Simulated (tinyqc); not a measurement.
Physical sputtering: collision-cascade yield, angular dependence, faceting and resputtering in deposition: one step, computed by the program tinyqc. Command: `OMP_NUM_THREADS=1 python tinyqc.py 3005265 3005266 out.jsonl sputter walk`. One thread of a shared host (Intel(R) Xeon(R) Processor @ 2.30GHz), about 0.01 s of CPU time with the checks.

Ions start collision cascades; atoms that reach the surface with more than U leave. The target is amorphous or fine-grained.

Problem. Yield at normal incidence. gamma = 4 M1 M2/(M1 + M2)^2; threshold E_th = 6.7 U/gamma for M1 >= M2, else U (1 + 5.7 M1/M2)/gamma. eps = 0.03255 M2 E/(Z1 Z2 (M1 + M2) z), z = (Z1^(2/3) + Z2^(2/3))^(1/2), E in eV; s_n = 3.441 sqrt(eps) ln(eps + 2.718)/(1 + 6.355 sqrt(eps) + eps (6.882 sqrt(eps) - 1.708)); S_n = 84.78 Z1 Z2 M1 s_n/((M1 + M2) z) in eV angstrom^2; alpha = 0.249 (M2/M1)^0.56 + 0.0035 (M2/M1)^1.5 for M1 <= M2, else 0.0875 (M2/M1)^(-0.15) + 0.165 M2/M1; Y0 = 0.042 Q alpha S_n/U [1 - sqrt(E_th/E)]^2.5 (the electronic-loss factor of the full formula is dropped). Erosion rate = Y0 J/(e N); 1 cm^2 = 1e14 nm^2.

Inputs (values chosen for the exercise, modelled on argon ions on tantalum):

| quantity | value | unit |
|---|---|---|
| ion Z1 | 18 | - |
| ion mass M1 | 39.95 | u |
| target Z2 | 73 | - |
| target mass M2 | 180.9 | u |
| surface binding energy U | 8.1 | eV |
| target density N | 55.5 | 1/nm^3 |
| fit factor Q | 0.59 | - |
| ion energy E | 75 | eV |
| current density J | 1.7 | mA/cm^2 |

Constants: e = 1.602176634e-19 C.

Give: energy transfer factor gamma; threshold E_th; reduced energy eps; nuclear stopping S_n; alpha; yield Y0; erosion rate.

Solution.

energy transfer factor gamma = 0.5927

threshold E_th = 30.87 eV

reduced energy eps = 3.085e-04

nuclear stopping S_n = 222.2 eV angstrom^2

alpha = 0.6138

yield Y0 = 0.03210 atoms per ion

erosion rate = 3.682 nm/min

The threshold factor is 0.077; the energy cost is 2340 eV per removed atom, 288 times U. Caution: within a few times the threshold, cascades are short and these fits are rough.
